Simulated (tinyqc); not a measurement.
# Changing the D(AB)

Model: collinear exchange A + BC -> AB + C on a London-Eyring-Polanyi-Sato surface: saddle, string of images and rate. Computed by tinyqc, a small Python program. Command: `OMP_NUM_THREADS=1 python tinyqc.py 3113513 3113514 out.jsonl leps sweep`. One thread of a shared host (Intel(R) Xeon(R) Processor @ 2.30GHz), about 0.3 s of CPU time with the checks.

x = r(AB), y = r(BC), r(AC) = x + y. V is counted from separated atoms, the barrier from A + BC, that is V + D(BC).

Inputs (values chosen for the exercise, bond data loosely for abstraction of hydrogen from a Ge-H bond by a hydrogen atom; the barrier is not fitted):

| quantity | value | unit |
|---|---|---|
| r0(AB) | 0.742 | angstrom |
| beta(AB) | 1.94 | 1/angstrom |
| D(BC) | 3.68 | eV |
| r0(BC) | 1.53 | angstrom |
| beta(BC) | 1.45 | 1/angstrom |
| D(AC) | 3.61 | eV |
| r0(AC) | 1.53 | angstrom |
| beta(AC) | 1.45 | 1/angstrom |
| Sato parameter S | 0.15 | - |
| mass of A | 1.008 | u |
| mass of B | 1.008 | u |
| mass of C | 72.6 | u |
| step of the string | 0.015 | angstrom^2/eV |

Constants: nu for 1 eV/(angstrom^2 u) = 15.6333042 THz.

Method:
- For each pair, with u = exp(-beta (r - r0)): Q = D [(3 + S) u^2 - (2 + 6 S) u]/(4 (1 + S)), J = D [(1 + 3 S) u^2 - (6 + 2 S) u]/(4 (1 + S)); V = Q1 + Q2 + Q3 - sqrt(((J1 - J2)^2 + (J2 - J3)^2 + (J3 - J1)^2)/2).
- String of 9 images between the fixed ends (r0(AB) + 2, r0(BC)) and (r0(AB), r0(BC) + 2), started on the two straight legs through (r0(AB) + 0.3, r0(BC) + 0.3): each iteration moves the inner images by -step x gradient (central differences) and spaces them evenly again along the broken line (coordinates are kept between 0.2 and 8 angstrom); stop when no coordinate changes by more than 1e-5 angstrom, at most 400 iterations.
- From the highest inner image, z -> z - H^-1 g with gradient g and Hessian H by central differences, steps capped at 0.15 angstrom, 12 steps.
- Wilson matrix G = [[1/m_A + 1/m_B, -1/m_B], [-1/m_B, 1/m_B + 1/m_C]]; eigenvalues lambda of G H give nu = 15.6333042 THz x sqrt(|lambda|), the negative one being imaginary. Reactant: nu_BC from k = 2 D beta^2 and 1/m_B + 1/m_C. Skew angle: cos = sqrt(m_A m_C/((m_A + m_B)(m_B + m_C))).

One run for each value:

| D(AB) (eV) | barrier (eV) | imaginary frequency (THz) | real frequency at the saddle (THz) |
|---|---|---|---|
| 3.08 | 0.81144 | 29.324 | 45.357 |
| 3.33 | 0.65141 | 41.601 | 35.889 |
| 3.58 | 0.51695 | 50.994 | 31.226 |
| 3.83 | 0.40809 | 54.800 | 29.593 |
| 4.08 | 0.32256 | 53.711 | 29.605 |
| 4.58 | 0.20633 | 43.375 | 32.658 |

What does the table show, and why?

Over the rows, barrier (eV) falls from 0.811 to 0.206 (exponent d ln y / d ln x -2.8 between the first rows and -3.9 between the last); imaginary frequency (THz) goes from 29.3 through a maximum among these rows, 54.8 at 3.83, to 43.4; real frequency at the saddle (THz) goes from 45.4 through a minimum among these rows, 29.6 at 3.83, to 32.7. The barrier changes by -0.64 eV per eV of D(AB) between the first rows and -0.23 between the last; an Evans-Polanyi line would have one slope. Left out: 4.33 (the string and Newton steps reached no saddle at least 0.02 eV above both asymptotes).

Extremes, crossings and ranges named in words are read from the listed rows.
